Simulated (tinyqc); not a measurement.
Inside a calculation: ellipsoidal valleys in the axes of a wafer and a channel. Values are carried at full precision from step to step, so a last printed digit may differ when a step is redone from the rounded ones.

Valleys with axes a along x, y and z, two valleys each; inverse mass tensor w = 1/mt + (1/ml - 1/mt) a a. Device axes: z = nz/|nz|, x = nx/|nx|, y = z cross x; in them a = (ax, ay, az). Confinement mass mz = 1/w_zz. In the plane w_ij is replaced by u_ij = w_ij - w_iz w_jz/w_zz (i, j = x, y); density-of-states mass md = 1/sqrt(det u); conductivity mass along x mc = 1/u_xx; ballistic transport mass mx = u_yy/det u, width mass my = 1/u_yy.

Constants: hbar^2/2m0 = 3.80998211 eV angstrom^2; kB = 8.617333262e-05 eV/K.

Parameters, chosen for this exercise (near those of the Delta valleys of Si; the results hold for these values, not for the real material):
- ml = 0.952 m0 (longitudinal mass)
- mt = 0.191 m0 (transverse mass)
- nz = (1, 1, 1) (surface normal (confinement))
- nx = (1, -1, 0) (channel direction)
- t = 2.8 nm (thickness of the film)
- T = 400 K (temperature)

## Device axes and valley axes

Give the rows x, y, z in cubic components and each valley axis in device components.

device axes:
```
,[100],[010],[001]
x,0.7071,-0.7071,0.0000
y,0.4082,0.4082,-0.8165
z,0.5774,0.5774,0.5774
```

valley axes:
```
,ax,ay,az
x,0.7071,0.4082,0.5774
y,-0.7071,0.4082,0.5774
z,0.0000,-0.8165,0.5774
```

## Tensors of the valley z

Form w and the reduced tensor u.

w (1/m0):
```
,x,y,z
x,5.2356,0.0000,0.0000
y,0.0000,2.4455,1.9729
z,0.0000,1.9729,3.8405
```

u (1/m0):
```
,x,y
x,5.2356,0.0000
y,0.0000,1.4320
```

The axis is tilted against the normal, so w_xz or w_yz is not zero and the reduction changes the masses in the plane.

## Masses of all valleys

Give mz, md, mc, mx and my.

Masses (m0):
```
valley,mz,md,mc,mx,my
x,0.2604,0.3652,0.4197,0.5715,0.2334
y,0.2604,0.3652,0.4197,0.5715,0.2334
z,0.2604,0.3652,0.1910,0.1910,0.6983
```

mz md^2 = ml mt^2 = 0.03473 for every valley, so a heavy confinement mass comes with a small density of states. On this face all axes make the same angle with the normal.

## Subbands and shares in a film

Hard walls: E_n = c (n pi/t)^2/mz, c = hbar^2/2m0, n = 1, 2, 3. Non-degenerate share of a valley proportional to md sum_n exp(-E_n/kT); mean 1/mc = sum of share/mc. 1 nm = 10 angstrom.

Give the ladders, the shares and the mean conductivity mass.

Subbands:
```
valley,E1 (meV),E2 (meV),E3 (meV),share
x,184.2,736.8,1657.8,0.333
y,184.2,736.8,1657.8,0.333
z,184.2,736.8,1657.8,0.333
```

mean mc = 0.3000 m0

The lowest ladder (x, y and z) holds 100 % of the electrons in these valleys: all valleys have the same mz and md on this face, though not always the same mc.

## Checks

- mz md^2 against ml mt^2: they agree to 1e-10 or better.
- mx my against md^2: they agree to 1e-10 or better.

(tinyqc, `OMP_NUM_THREADS=1 python tinyqc.py 1850146 1850147 out.jsonl`, Intel(R) Xeon(R) Processor @ 2.30GHz, 1 thread, shared host, about 0.01 s.)
